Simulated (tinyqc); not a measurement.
Bloch-Grueneisen resistivity of a metal. From residual resistance ratio back to residual resistivity rho_0. Computed by tinyqc, a small Python program. Command: `OMP_NUM_THREADS=1 python tinyqc.py 3010053 3010054 out.jsonl bg inv`. One thread of a shared host (Intel(R) Xeon(R) Processor @ 2.30GHz), about 0.01 s of CPU time with the checks.

Electrons scatter from a Debye spectrum of phonons (n = 5 for scattering within one band, n = 3 for scattering into a second, heavy band) and from static defects.

Inputs (values chosen for the exercise, modelled on tungsten):
```
quantity,value,unit
exponent n,3,-
Debye temperature Theta,336,K
transport coupling lambda_tr,0.25,-
Drude plasma energy hbar w_p,6.9,eV
temperature T,295,K
saturation resistivity,120,microohm cm
```

Addition: saturation.

Constants: k_B = 1.380649e-23 J/K; hbar = 1.054571817e-34 J s; eps_0 = 8.8541878128e-12 F/m; hbar = 6.582119569e-16 eV s; k_B = 8.617333262e-05 eV/K.

Method:
- J_n(y) = int_0^y x^n e^x/(e^x - 1)^2 dx, by 96 Gauss-Legendre points (upper limit at most 60).
- rho_ph = (n - 1) rho_1 (T/Theta)^n J_n(Theta/T), with rho_1 = 2 pi lambda_tr k_B Theta/(hbar eps_0 w_p^2), the high-temperature line at T = Theta.
- Parallel-resistor saturation: 1/rho = 1/(rho_0 + rho_ph) + 1/rho_sat.
- Temperature coefficient (1/rho) d rho/dT by a central difference of +/- 0.5 K; residual ratio rho(295 K)/rho(4.2 K); scattering time tau = 1/(eps_0 w_p^2 rho); Wiedemann-Franz kappa = L_0 T/rho, L_0 = (pi^2/3)(k_B/e)^2.

Task: A run gave the result below. Find the residual resistivity rho_0, known to lie between 0.1 and 0.19 microohm cm.

residual resistance ratio = 47.90695

Result:

Each step takes the trial c = (a f_b - b f_a)/(f_b - f_a), f being the result less the target and a, b, c the logarithms of the listed values; c replaces end b, the old b replaces a if the sign of f changed, and otherwise f_a is halved.

Scan of the range:
```
residual resistivity rho_0 (microohm cm),residual resistance ratio
0.100,57.1848
0.111,51.6225
0.124,46.3192
0.138,41.7237
0.153,37.7321
0.171,33.8654
0.190,30.5778
```

False position (Illinois rule, in the logarithm of the input) inside the bracket:
```
step,end a,end b,trial,residual resistance ratio
1,0.111000,0.124000,0.119956,47.8460
2,0.111000,0.119956,0.119661,47.9615
3,0.119956,0.119661,0.119800,47.9069
4,0.119661,0.119800,0.119800,47.9069
```

Residual resistance ratio falls at every point of a 13-point scan of the range (every second point is shown), so one value fits; it is bracketed by 0.111 and 0.124. Answer: residual resistivity rho_0 = 0.1198 microohm cm.
